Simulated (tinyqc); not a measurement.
Worked calculation: plane-wave Kohn-Sham cycle with exchange-only LDA in a layered model solid. One step of it, computed by the program tinyqc.

Task: Iteration 1: Hamiltonian at one k. H(m,m') = (k + G_m)^2/2 delta + V(G_m - G_m'), with V(-G) = V(G).

A solid whose potential varies along x alone (atomic units):
```
parameter,value
period a,10.700000
cross-section of the cell,12.000000
electrons per cell,2
grid points,16
"plane waves -n..n, n",3
k points,4
V1 in V1 cos(2 pi x/a),-0.530000
V2 in V2 cos(4 pi x/a),0.080000
```

V(G_m), m = 0, 1, 2, ... (hartree): -0.245930  -0.265000  0.040000  0.000000  0.000000  0.000000  0.000000

k = 0.125000 2 pi / a

Give: H.

Result:

H (hartree):
```
,-3,-2,-1,+0,+1,+2,+3
-3,1.179,-0.265,0.040,0.000,0.000,0.000,0.000
-2,-0.265,0.360,-0.265,0.040,0.000,0.000,0.000
-1,0.040,-0.265,-0.114,-0.265,0.040,0.000,0.000
+0,0.000,0.040,-0.265,-0.243,-0.265,0.040,0.000
+1,0.000,0.000,0.040,-0.265,-0.028,-0.265,0.040
+2,0.000,0.000,0.000,0.040,-0.265,0.533,-0.265
+3,0.000,0.000,0.000,0.000,0.040,-0.265,1.438
```
